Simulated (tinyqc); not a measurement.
Composition and strain of an epitaxial Si(1-x)Ge(x) layer from Raman and X-ray peaks. Changing the Ge fraction x. Computed by tinyqc, a small Python program. Command: `OMP_NUM_THREADS=1 python tinyqc.py 3023389 3023390 out.jsonl epiraman sweep`. One thread of a shared host (Intel(R) Xeon(R) Processor @ 2.30GHz), about 0.01 s of CPU time with the checks.

A (001) layer, biaxially strained in the plane. The Raman peaks follow empirical lines omega = w0 + c1 x + c3 x^3 + b eps (c3 for Si-Ge alone), with eps the in-plane strain.

Inputs (values chosen for the exercise, modelled on silicon-germanium):
```
quantity                        value      unit
degree of relaxation R           0.84         -
Ge fraction y of the buffer      0.11         -
lattice constant of Si          5.431  angstrom
lattice constant of Ge          5.658  angstrom
bowing B                        0.026  angstrom
2 C12/C11 of Si                 0.767         -
2 C12/C11 of Ge                 0.754         -
Si-Si: w0                         521      1/cm
Si-Si: c1                       -63.6      1/cm
Si-Si: strain coefficient b      -704      1/cm
Si-Ge: w0                       399.8      1/cm
Si-Ge: c1                        23.5      1/cm
Si-Ge: c3                       -33.9      1/cm
Si-Ge: strain coefficient b      -533      1/cm
Ge-Ge: w0                       280.3      1/cm
Ge-Ge: c1                        19.9      1/cm
Ge-Ge: strain coefficient b      -451      1/cm
X-ray wavelength             1.540598  angstrom
```

Substrate: relaxed alloy buffer.

Method:
- Relaxed lattice constant a(x) = a_Si + (a_Ge - a_Si) x - B x (1 - x).
- In-plane constant a_par = a_sub + R (a(x) - a_sub); eps = a_par/a(x) - 1; eps_perp = -(2 C12/C11) eps with 2 C12/C11 linear in x; a_perp = a(x) (1 + eps_perp). The buffer has a_sub = a(y).
- Insert x and eps in the three lines; the strain part is b eps.
- Bragg angle theta = arcsin(2 lambda/a) for (004), for the substrate with a_sub and the layer with a_perp; separation in arc seconds.

One run for each value; columns: (1) Ge fraction x; (2) Si-Si peak (1/cm); (3) Si-Ge peak (1/cm); (4) Ge-Ge peak (1/cm); (5) in-plane strain eps (per mille); (6) separation, layer less substrate (arcsec):
```
(1)      (2)     (3)     (4)      (5)      (6)
0.08  515.78  401.57  281.81   0.1815    179.9
0.18  509.85  404.06  284.07  -0.4271   -422.8
0.29  503.34  406.38  286.57  -1.1087  -1095.3
0.40  496.83  407.99  289.07  -1.8025  -1777.5
0.50  490.92  408.61  291.35  -2.4435  -2405.5
0.60  485.02  408.23  293.64  -3.0940  -3040.7
0.71  478.53  406.39  296.15  -3.8202  -3747.3
0.82  472.06  402.81  298.67  -4.5571  -4461.6
0.92  466.17  397.81  300.97  -5.2360  -5117.3
```

Describe and explain the trends.

Over the rows, Si-Si peak (1/cm) falls from 516 to 466 (exponent d ln y / d ln x -0.014 between the first rows and -0.11 between the last); Si-Ge peak (1/cm) goes from 402 through a maximum among these rows, 409 at 0.500, to 398; Ge-Ge peak (1/cm) rises from 282 to 301 (exponent d ln y / d ln x 0.0099 between the first rows and 0.067 between the last). Composition and strain both change with x. The Si-Si peak moves by -59.1 per cm per unit x on average, against c1 = -63.6 without strain: eps moves towards compression as x grows, which offsets part of the fall, in proportion to 1 - R.

Caution (rows 0.0800, 0.180, 0.820, 0.920): near either end one of the like-atom peaks is weak, since its intensity follows the number of such bonds.

Extremes, crossings and ranges named in words are read from the listed rows.
